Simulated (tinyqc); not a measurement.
Low-temperature mobility of a two-dimensional electron gas with static screening: one step, computed by the program tinyqc.

One subband is filled, the gas is degenerate and scatters at the Fermi circle; one permittivity serves on both sides of the interface. All formulas are in SI units, masses times m_0. Piezoelectric and polar phonons are left out, and n_s is taken as set by a gate, independent of N_i.

Problem. Acoustic phonons. Unscreened deformation potential in equipartition: 1/tau = m D_A^2 k_B T I/(rho v_l^2 hbar^3), I = int |psi|^4 dz = 3 b/16 for the Fang-Howard function (used for both wave-function options); mu = e tau/m. Bloch-Grueneisen temperature T_BG = 2 hbar v_l k_F/k_B.

Inputs (values chosen for the exercise, modelled on an InAs channel): in-plane mass m = 0.0293 m_0; density rho = 5680 kg/m^3; sound velocity v_l = 4410 m/s; deformation potential D_A = 6.6 eV; temperature T = 77 K.

Wave function: ideal sheet. Roughness spectrum: exponential.

b = 0.2095701 1/nm

k_F = 0.1120998 1/nm

Constants: e = 1.602176634e-19 C; hbar = 1.054571817e-34 J s; m_0 = 9.1093837015e-31 kg; k_B = 1.380649e-23 J/K.

Give: acoustic mobility; T_BG.

Solution.

acoustic mobility = 6.2379e+06 cm^2/(V s)

T_BG = 7.5521 K

Caution: k_B T exceeds a quarter of E_F, so scattering at the Fermi circle alone and zero-temperature screening are rough.
